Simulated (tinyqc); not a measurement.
# Trap density from the leakage

Question. Trap-assisted leakage is J = q Nt times the integral over x of the rate through one trap. Find Nt, the areal density Nt t and the mean in-plane spacing (Nt t)^(-1/2).

Inputs (values chosen for the exercise):
```
symbol  value  unit    meaning
t         6.5    nm  thickness
```

Constants: q = 1.602176634e-19 C. Results are converted to the units shown.

J = 2.5657485e-9 A/cm^2
integral of the rate over x = 0.84284960 nm/s

Answer. J is proportional to Nt.

Nt = 1.900e17 cm^-3
Nt t = 1.235e11 cm^-2
in-plane spacing = 28.46 nm

Numbers from tinyqc (`OMP_NUM_THREADS=1 python tinyqc.py 2370102 2370103 out.jsonl`; about 0.04 s on one thread of a shared Intel Xeon 2.30GHz).
